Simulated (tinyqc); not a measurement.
Vertical double-diffused power MOSFET, components of the on-resistance: On-resistance against the width of the p body in one cell.

Stripe cells of pitch Wp + a, two channels a cell. Current flows through the channels, spreads in the accumulation layer, passes the gap between the p bodies and spreads at 45 degrees into the drift layer below them. Low drain voltage, full ionisation.

Triangular field at breakdown with Ec = Kc N^(1/8): BV = eps0 eps_r Ec^2/(2 q N), so N = (eps0 eps_r Kc^2/(2 q BV))^(4/3); W = 2 BV/Ec; mu = mud (T/300 K)^(-bt); rho = 1/(q mu N); ideal resistance rho W. Pitch p = Wp + a, Cox = 3.9 eps0/tox; zero-bias depletion in the gap w0 = sqrt(2 eps0 eps_r Vbi/(q N Nj)), open gap g = a - 2 w0; R_ch = Lc p/(2 mch Cox Vov); R_acc = 0.6 a p/(4 mac Cox Vov), 0.6 being an empirical factor for current leaving the layer along its length; R_gap = (rho/Nj) xp p/g; spreading depth t = min(W, (p - g)/2); R_drift = (rho p/2) ln((g + 2 t)/g) + rho (W - t); R_on = the sum with Rs.

Values chosen for this exercise; bulk values close to those of gallium nitride: temperature T = 300 K; relative permittivity eps_r = 9.27; critical-field constant Kc = 25300 V/cm per (cm^-3)^(1/8); rated breakdown voltage of the drift layer BV = 6500 V; drift mobility at 300 K mud = 894 cm^2/(V s); temperature exponent of the drift mobility bt = 2.1; gate oxide thickness (eps_r 3.9) tox = 45 nm; gate overdrive Vov = 6 V; channel mobility mch = 36 cm^2/(V s); accumulation-layer mobility mac = 190 cm^2/(V s); channel length Lc = 0.8 um; gap between neighbouring p bodies a = 3.4 um; depth of the p body xp = 1.8 um; doping of the gap over the drift doping Nj = 3; built-in voltage of the body junction Vbi = 3.09 V; substrate and contact resistance Rs = 0.19 mohm cm^2.

Constants: q = 1.602176634e-19 C, eps0 = 8.8541878128e-14 F/cm where lengths are in cm. Results are converted to the units shown.

The same in every row: ideal (mohm cm^2) = 28.32.

Result of one run:
```
R_ch (mohm cm^2)  R_acc (mohm cm^2)  R_gap (mohm cm^2)  R_drift (mohm cm^2)  R_on (mohm cm^2)  largest term
1.713                        0.4139              1.053                29.31             32.68         drift
```

Which width of the p body in one cell, channels included Wp gave this result: 2.2, 3.7, 4.9, 11 or 14 um?

Wp = 3.7 um.

The whole series:
```
Wp (um)  R_ch (mohm cm^2)  R_acc (mohm cm^2)  R_gap (mohm cm^2)  R_drift (mohm cm^2)  R_on (mohm cm^2)  largest term
2.2                 1.351             0.3265             0.8304                28.89             31.59         drift
2.9                 1.520             0.3673             0.9342                29.08             32.09         drift
3.7                 1.713             0.4139              1.053                29.31             32.68         drift
4.9                 2.003             0.4839              1.231                29.69             33.60         drift
6.3                 2.341             0.5655              1.438                30.19             34.73         drift
8.3                 2.824             0.6821              1.735                30.98             36.41         drift
11                  3.475             0.8395              2.135                32.16             38.80         drift
14                  4.199              1.014              2.580                33.60             41.58         drift
```

R_on rises from 31.6 to 41.6 mohm cm^2. The drift term is the largest at Wp = 2.2 and in all other rows. R_on is 1.12 times the ideal drift resistance in the first row and 1.47 times in the last.

Program tinyqc, `OMP_NUM_THREADS=1 python tinyqc.py 2230019 2230020 out.jsonl`; Intel Xeon 2.30GHz, shared host, one thread, about 0.01 s.
